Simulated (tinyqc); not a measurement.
# Gain factor and gap resistance from two string resistances

Inverse problem. At small bit-line voltage each of the 96 cells has the resistance 1/(K x) at overdrive x (no mobility reduction) in series with a gap resistance Rg. Find K, Rg and the share of the gaps at the higher overdrive.

resistance of a string of 96 equal cells at overdrives of 4.2 and 9 V (kohm): 3995.1155  2325.1872

Answer. The resistance per cell is a straight line in 1/x with slope 1/K and intercept Rg.

K = 7.300 uA/V^2
Rg = 9.000 kohm
share of the gaps = 37.16 %

Computed by the program tinyqc: `OMP_NUM_THREADS=1 python tinyqc.py 2142022 2142023 out.jsonl`, one thread of a shared Intel Xeon 2.30GHz, about 1 s for the whole run.
